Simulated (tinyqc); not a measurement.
Three ways to the same curve: density of states of one tight-binding band of a chain.

E(k) = -2 t cos(2 pi k) - 2 t2 cos(4 pi k); k in fractions of the reciprocal vectors, mesh k_i = j/N with j = 0 .. N-1. Densities are per cell and per spin, so the band holds one state.

Each interval of the mesh is a segment with E linear in k: n = (E - e1)/(e2 - e1), g = 1/(e2 - e1) between its end values.

Gaussian broadening: g(E) = mean over the mesh of exp(-(E - E_k)^2/(2 sigma^2))/(sigma sqrt(2 pi)), n(E) = mean of erfc((E_k - E)/(sigma sqrt 2))/2.

Parameters, chosen for this exercise:
```
symbol  value  unit  meaning
t       2.45   eV    nearest hopping
t2      -0.23  eV    second hopping
N2      40           mesh points along each axis in this comparison
sigma   0.245  eV    Gaussian width
```

N = N2 here; the reference is the linear method with N = 4000.

g(E) (1/eV):
```
E (eV)  reference  linear segments  Gaussian, sigma  Gaussian, sigma/4  reference n(E)
-3.548      0.131            0.140            0.136              0.130           0.239
-2.657      0.092            0.095            0.093              0.010           0.335
-1.767      0.076            0.073            0.079              0.049           0.409
-0.876      0.067            0.067            0.053              0.000           0.472
0.015       0.063            0.063            0.048              0.000           0.530
0.906       0.061            0.062            0.056              0.000           0.586
1.797       0.062            0.062            0.069              0.012           0.640
2.688       0.065            0.064            0.081              0.233           0.697
3.579       0.074            0.078            0.081              0.057           0.758
4.470       0.098            0.094            0.098              0.008           0.833
```

What does the comparison show, and why?

Root-mean-square errors against the reference: 0.0035 for linear segments, 0.0092 for sigma and 0.0766 for sigma/4. The narrow Gaussian is worse than the wide one, because it resolves the separate mesh levels. The reference is highest at -3.548 eV of the energies listed, and half filling lies between -0.876 and 0.015 eV.

Run: tinyqc, `OMP_NUM_THREADS=1 python tinyqc.py 1680583 1680584 out.jsonl`; Intel(R) Xeon(R) Processor @ 2.30GHz, one thread, shared host; about 0.01 s of CPU time with all checks.
